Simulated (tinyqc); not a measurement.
RHF in the sto-3g basis, for H3+, spin multiplicity 1, step by step. One step of it, computed by the program tinyqc.

Problem. Iteration 1: diagonalisation and new density. Diagonalise F' = X^T F X, C = X C', fill 1 alpha and 1 beta electrons from the bottom; D = 2 C_occ C_occ^T. Each column has its largest component positive (the first on a tie).

Fock matrix F (hartree), lower triangle:
```
           1H 1s      2H 1s      3H 1s
1H 1s  -0.917085
2H 1s  -0.756862  -0.615011
3H 1s  -0.756862  -0.367557  -0.615011
```

X:
```
               1          2         3
1H 1s   1.470500   0.000000  0.478606
2H 1s  -0.927186   0.786301  0.379531
3H 1s  -0.927186  -0.786301  0.379531
```

Give: F' = X^T F X; orbital energies; coefficients C; D after iteration 1.

Solution.

F' = X^T F X (hartree), lower triangle:
```
         1        2        3
1   0.4553
2   0.0000  -0.3060
3  -0.1270   0.0000  -1.0431
```

orbital energies (hartree): MO1 -1.0537, MO2 -0.3060, MO3 0.4659

coefficients C:
```
          MO1      MO2      MO3
1H 1s  0.6002   0.0000   1.4252
2H 1s  0.3004   0.7863  -0.9557
3H 1s  0.3004  -0.7863  -0.9557
```

D after iteration 1, lower triangle:
```
        1H 1s   2H 1s   3H 1s
1H 1s  0.7206
2H 1s  0.3607  0.1805
3H 1s  0.3607  0.1805  0.1805
```
